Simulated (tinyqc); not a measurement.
## Inverter chain driving a load

N inverters, each f = Hc^(1/N) times larger than the one before: delay tau N (f + pp). Switched capacitance in units of the first input, with output capacitance pp times the input: Hc + (1 + pp)(Hc - 1)/(f - 1).

Parameters, values chosen for the exercise:

| symbol | value | unit | meaning |
|---|---|---|---|
| Hc | 3600 |  | load over the input capacitance of the chain |
| pp | 1 |  | parasitic delay of an inverter |
| tau | 1.7 | ps | delay unit |

Results:
```
N        f  delay (ps)  switched capacitance
3   15.326      83.264                4102.4
4   7.7460      59.473                4667.0
5   5.1435      52.220                5337.2
6   3.9149      50.132                6069.4
8   2.7832      51.451                7636.7
9   2.4840      53.305                8450.5
10  2.2679      55.555                9277.0
```

Estimate the missing row, N = 7.

Computed row:
```
N       f  delay (ps)  switched capacitance
7  3.2214      50.235                6840.3
```

With this row back in the table: The delay goes from 83.3 through a minimum of 50.1 (at N = 6 among the rows listed) to 55.6 ps. The best stage effort solves pp + rho (1 - ln rho) = 0, rho = 3.59, which gives N = ln Hc/ln rho = 6.41. One stage fewer than the best costs 4.2 % in delay and saves 12 % of the switched capacitance.

tinyqc, about 0.01 s, one thread, Intel Xeon 2.30GHz (shared host): `OMP_NUM_THREADS=1 python tinyqc.py 2082149 2082150 out.jsonl`
